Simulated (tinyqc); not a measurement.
# Length offset and series resistance from crossing lines

Inverse problem. R_total = Rs + k (L - dL)/Vo with constant Rs, dL and k. Find k, dL and Rs.

R_total at (L, Vo) = (90, 0.31), (180, 0.31), (90, 0.79) and (180, 0.79), L in nm and Vo in V (ohm um): [680.22581, 1231.8387, 437.05063, 653.50633]

Answer. At each overdrive R is a straight line in L with slope k/Vo; the two lines cross at L = dL, R = Rs.

k = 1.900 ohm um V/nm
dL = 24.70 nm
Rs = 280.0 ohm um

Program tinyqc, `OMP_NUM_THREADS=1 python tinyqc.py 2282134 2282135 out.jsonl`; Intel Xeon 2.30GHz, shared host, one thread, about 0.03 s.
